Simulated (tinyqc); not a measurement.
Placement within one cell: pair of shallow donors (hydrogen-like orbitals).

Each donor has the orbital exp(-r/a); energy unit Ha* = q/(eps a), q = e^2/(4 pi eps0), so that a lone donor is bound by Ha*/2; x = R/a. One electron: S = (1 + x + x^2/3) exp(-x), j = 1/x - (1 + 1/x) exp(-2x), k = (1 + x) exp(-x); levels E(+/-) = -1/2 - (j +/- k)/(1 +/- S) in Ha*, without the repulsion of the ions, split by D = |E(-) - E(+)|. In six valleys the overlaps S and k are multiplied by v = [cos(K Rx) + cos(K Ry) + cos(K Rz)]/3, K = k0 (2 pi/a_lat), for isotropic envelopes and the symmetric valley state.

Two electrons, Heitler-London: with S' = (1 - x + x^2/3) exp(x), C = 1/x - exp(-2x)(1/x + 11/8 + 3x/4 + x^2/6), X = (1/5){exp(-2x)(25/8 - 23x/4 - 3x^2 - x^3/3) + (6/x)[S^2 (0.5772157 + ln x) + S'^2 Ei(-4x) - 2 S S' Ei(-2x)]}, Q = C - 2j + 1/x and A = X - 2 S k + S^2/x, the singlet and triplet lie at (Q +/- w A)/(1 +/- w S^2) from two lone donors, with the valley weight w = v^2; the exchange is J = triplet - singlet.

Constants: e^2/(4 pi eps0) = 14.39964547 eV angstrom.

Parameters, chosen for this exercise (near those of two donors in Si; not measured data): a = 20.1 angstrom (orbital radius); eps = 11.4 (dielectric constant); a_lat = 5.431 angstrom (lattice constant); k0 = 0.85 2 pi/a_lat (valley position); sites = ((9, 0, 0), (9.25, 0.25, 0.25), (9.5, 0.5, 0), (9, 0.5, 0.5), (8.75, 0.25, -0.25), (9.75, 0.25, -0.25), (9, 1, 0), (9.25, 0.75, -0.25), (10, 0.5, 0.5)) a_lat (positions of the second donor).

D and J for each site, and for v = 1.

Cases:
```
site
(9, 0, 0)
(9.25, 0.25, 0.25)
(9.5, 0.5, 0)
(9, 0.5, 0.5)
(8.75, 0.25, -0.25)
(9.75, 0.25, -0.25)
(9, 1, 0)
(9.25, 0.75, -0.25)
(10, 0.5, 0.5)
```

Rank the cases by J (micro-eV), lowest first.

Answer: (9.75, 0.25, -0.25), (9.25, 0.75, -0.25), (8.75, 0.25, -0.25), (9.5, 0.5, 0), (9, 1, 0), (9.25, 0.25, 0.25), (9, 0, 0), (9, 0.5, 0.5), (10, 0.5, 0.5).

Results:
```
site                 R (angstrom)       v  D (meV)  J (micro-eV)  J for v = 1
(9, 0, 0)                    48.9   0.471     6.94      2.10e+03     9.97e+03
(9.25, 0.25, 0.25)           50.3   0.372     5.21      1.22e+03     9.19e+03
(9.5, 0.5, 0)                51.7   0.333     4.49           906     8.47e+03
(9, 0.5, 0.5)                49.0  -0.790     12.8      5.98e+03     9.89e+03
(8.75, 0.25, -0.25)          47.6  -0.152     2.20           235     1.08e+04
(9.75, 0.25, -0.25)          53.0   0.078    0.996          45.8     7.82e+03
(9, 1, 0)                    49.2   0.333     4.76      1.04e+03     9.80e+03
(9.25, 0.75, -0.25)          50.4   0.078     1.06          52.8     9.12e+03
(10, 0.5, 0.5)               54.4  -0.927     13.4      6.11e+03     7.16e+03
```

Over these sites the envelope alone changes J by a factor 1.5, and the valley factor v^2 by 142; J runs from 45.8 at (9.75, 0.25, -0.25) to 6.11e+03 micro-eV at (10, 0.5, 0.5). Moves of less than one lattice constant change the phases of the valleys along each axis that moves, so the placement must be exact to the site.

Run: tinyqc, `OMP_NUM_THREADS=1 python tinyqc.py 1252486 1252487 out.jsonl`; Intel(R) Xeon(R) Processor @ 2.30GHz, one thread, shared host; about 0.01 s of CPU time with all checks.
